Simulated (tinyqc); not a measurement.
A ladder of methods, and size consistency: correlation methods against full CI in the sto-3g basis, for BeH2, spin multiplicity 1. Computed by the program tinyqc with PySCF. 

Geometry (angstrom):
```
atom,x,y,z
Be,0.0000,0.0000,0.0000
H,0.0000,1.3690,0.0680
H,0.0000,-1.3690,0.0680
```

RHF energy of one = -15.556115 hartree

All electrons correlated; +Q is the Davidson correction (1 - c0^2) E_corr. The last columns treat two copies 100 angstrom apart as one system. FCI is the lowest singlet.

Correlation energies (hartree):
```
method,E_corr of one,share of FCI (%),E_corr of two at 100 angstrom,two minus twice one (mhartree)
MP2,-0.024250,65.7579,-0.048501,0.0000
CISD,-0.036030,97.6996,-0.070148,1.9123
CISD+Q,-0.037041,100.4417,-0.073767,0.3153
CCSD,-0.036446,98.8288,-0.072893,0.0000
CCSD(T),-0.036675,99.4493,-0.073351,0.0000
FCI,-0.036878,100.0000,-,-
```

MP2 recovers 66 %, CISD 97.7 % and CCSD 98.8 % of the FCI value (c0^2 = 0.972 in CISD). MP2 and coupled cluster are size consistent, so their last column vanishes; CISD loses 1.91 mhartree, since a double excitation on each copy is a quadruple of the pair, and the Davidson correction leaves +0.32.
